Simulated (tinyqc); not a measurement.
Thermodynamics of metal silicides: hull, first phase, silicon consumed, nucleation and stability against SiO2: one step, computed by the program tinyqc. Command: `OMP_NUM_THREADS=1 python tinyqc.py 3022132 3022133 out.jsonl silphase walk`. One thread of a shared host (Intel(R) Xeon(R) Processor @ 2.30GHz), about 0.01 s of CPU time with the checks.

Entropies of formation of the solids are neglected, so heats stand for free energies. Si fractions: M5Si3 0.3750, MSi 0.5000, MSi2 0.6667.

Problem. End state on a thin silicon layer. Overall Si fraction x0 = (t_Si/V_Si)/(t_Si/V_Si + t/V_M). In equilibrium the two stable phases that bracket x0 share the atoms by the lever rule.

Inputs (values chosen for the exercise, of the order of those of tungsten silicides for heats and volumes only):

| quantity | value | unit |
|---|---|---|
| molar volume of M | 9.55 | cm^3/mol |
| molar volume of Si | 12.06 | cm^3/mol |
| metal thickness t | 20 | nm |
| silicon available t_Si | 13 | nm |

Phases: M5Si3, MSi, MSi2.

distance to the lowest tie line (kJ/mol atoms): M5Si3 -1.05, MSi 6.30, MSi2 -17.80

Give: overall Si fraction x0; end state; share of atoms in the Si-richer phase.

Solution.

overall Si fraction x0 = 0.3398

End state: M + M5Si3

share of atoms in the Si-richer phase = 0.9062
